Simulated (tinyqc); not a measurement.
Crystallisation kinetics and data retention of a phase-change cell: one step of the calculation.

Johnson-Mehl-Avrami-Kolmogorov law X = 1 - exp(-y^n), y = integral of k dt, k = (1/100 s) exp[-(Ec q/kB)(1/T - 1/T1)].

Question. A heating ramp. T rises at the rate b. Start with y = k (kB Ta^2/(q Ec))/b, the integral from cold to Ta to leading order; over each step k is taken as exponential in T, so y gains (dT/b)(k2 - k1)/ln(k2/k1). dX/dt = n y^(n - 1) k exp(-y^n), listed as 0 once y^n exceeds 23.

Values chosen for this exercise; values of the order of Ge-Sb-Te and related chalcogenides: activation energy of crystallisation Ec = 2.91 eV; temperature at which the rate k is 1/(100 s) T1 = 456 K; Avrami exponent n = 1.5; heating rate b = 20 K/min; start of the ramp table Ta = 430 K; step of the table dT = 5 K; steps m = 10.

Constants: q = 1.602176634e-19 C, kB = 1.380649e-23 J/K. Results are converted to the units shown.

Give: T; k; y; X; dX/dt.

Answer.

```
point  T (K)   k (1/s)         y         X  dX/dt (1/s)
0        430  1.136e-4  0.001866  8.059e-5     7.359e-6
1        435  2.801e-4  0.004633  3.153e-4     2.859e-5
2        440  6.768e-4   0.01138  0.001213     1.082e-4
3        445  0.001603   0.02749  0.004548     3.969e-4
4        450  0.003725   0.06525   0.01653     0.001404
5        455  0.008498    0.1521   0.05757     0.004684
6        460   0.01904    0.3481    0.1856      0.01372
7        465   0.04193    0.7830    0.4998      0.02783
8        470   0.09078     1.732    0.8976      0.01835
9        475    0.1934     3.767    0.9993     3.762e-4
10       480    0.4056     8.065     1.000    1.954e-10
```

Range of the model: One Arrhenius rate is assumed; incubation, growth from the boundary and the non-Arrhenius kinetics of the supercooled liquid are left out.

Program tinyqc, `OMP_NUM_THREADS=1 python tinyqc.py 2490068 2490069 out.jsonl`; Intel Xeon 2.30GHz, shared host, one thread, about 0.02 s.
